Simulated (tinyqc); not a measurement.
# A square-lattice strip 3 sites wide in a magnetic flux, recursive Green functions, step by step

tinyqc, about 0.01 s, one thread, Intel Xeon 2.30GHz (shared host): `OMP_NUM_THREADS=1 python tinyqc.py 2660103 2660104 out.jsonl` Printed values are rounded.

The device has N = 3 slices of 3 site(s), nearest-neighbour hopping -t, and site energies U; the leads are semi-infinite continuations with site energy 0 and no flux. The hopping from slice i to i + 1 inside the device carries the phase exp(2 pi i f j) on row j = 1, 2, ...: V = <i+1|H|i> = -t diag(exp(2 pi i f j)).

Parameters, values chosen for the exercise:
```
symbol                                                     value  unit                                                 meaning
t                                                            2.6    eV                             hopping (matrix element -t)
U       [-2.25, -2.98, 0.65, 3.02, 0.2, 3.03, 2.74, 1.94, -0.85]    eV               site energies, slice by slice (3 a slice)
E                                                          -6.56    eV                                                  energy
f                                                           0.28   h/q  magnetic flux through each plaquette inside the device
```

## Self-energy of the leads

Transverse modes n = 1..3: chi_n(j) = sqrt(2/4) sin(pi n j/4), energy e_n = -2 t cos(pi n/4). Sigma = t^2 sum_n chi_n chi_n^T g(E - e_n), g(x) = (x - i sqrt(4 t^2 - x^2))/(2 t^2) for |x| < 2 t and (x - sign(x) sqrt(x^2 - 4 t^2))/(2 t^2) otherwise; Gamma = i (Sigma - Sigma^dagger); both leads give the same.

Sigma (eV):
```
	1	2	3
1	-1.17796-0.54095i	-0.25880-0.76502i	0.10244-0.54095i
2	-0.25880-0.76502i	-1.07553-1.08190i	-0.25880-0.76502i
3	0.10244-0.54095i	-0.25880-0.76502i	-1.17796-0.54095i
```

Gamma (eV):
```
	1	2	3
1	1.08190	1.53003	1.08190
2	1.53003	2.16380	1.53003
3	1.08190	1.53003	1.08190
```

open modes = 1

## Hopping between slices

V = -t diag(exp(2 pi i f j)), j = 1, 2, ...

V (eV):
```
	1	2	3
1	0.48719-2.55395i	0.00000+0.00000i	0.00000+0.00000i
2	0.00000+0.00000i	2.41742+0.95712i	0.00000+0.00000i
3	0.00000+0.00000i	0.00000+0.00000i	-1.39315+2.19525i
```

## Slice 1

Forward pass: g_1 = (E - H_1 - Sigma)^(-1), g_i = (E - H_i - V g_(i-1) V^dagger)^(-1), with Sigma also subtracted on the last slice; G_(i,1) = g_i V G_(i-1,1), starting from g_1. H_i is the block of slice i: its site energies on the diagonal and -t between neighbouring rows.

g_1 (1/eV):
```
	1	2	3
1	-0.120170-0.140068i	0.131430-0.188746i	0.107247-0.071565i
2	0.131430-0.188746i	0.024374-0.254340i	0.067151-0.096436i
3	0.107247-0.071565i	0.067151-0.096436i	-0.113850-0.036565i
```

## Slice 2

As before.

g_2 (1/eV):
```
	1	2	3
1	-0.135147-0.011023i	-0.079592-0.037819i	-0.036894-0.007852i
2	-0.045274+0.009993i	-0.182516-0.044273i	-0.068330-0.021065i
3	-0.023314+0.006317i	-0.053579-0.002013i	-0.134179-0.004236i
```

G_(2,1) (1/eV):
```
	1	2	3
1	0.0090715-0.0326361i	0.0031977+0.0867214i	-0.0227921+0.0524433i
2	-0.0825978+0.0002269i	-0.0603131+0.0880164i	-0.0654702+0.0407847i
3	-0.0187827-0.0364910i	-0.0196036+0.0001061i	-0.0418850+0.0405968i
```

## Slice 3

As before.

g_3 (1/eV):
```
	1	2	3
1	-0.136068-0.038265i	-0.036377-0.060718i	0.005808-0.068885i
2	-0.016685-0.079404i	-0.142564-0.142028i	-0.068390-0.130971i
3	0.039207-0.076652i	-0.029156-0.158196i	-0.253926-0.155482i
```

G_(3,1) (1/eV):
```
	1	2	3
1	0.0130286+0.0160642i	-0.0140792-0.0069605i	-0.0145580-0.0041674i
2	0.0095516+0.0319261i	0.0462942-0.0083033i	0.0204875+0.0259354i
3	-0.0381733+0.0194668i	0.0290021+0.0228667i	0.0073958+0.0665272i
```

## Transmission and its channels

T(E) = Tr[Gamma G_(N,1) Gamma G_(N,1)^dagger]. The non-zero eigenvalues T_n of the matrix under the trace are the channel transmissions; Fano factor sum T_n (1 - T_n)/sum T_n.

T(E) = 0.0582832
T_n: 0.0582832
Fano factor = 0.941717

With 1 open mode(s) in the leads T(E) cannot exceed 1. Inverting the whole matrix gives the same value.
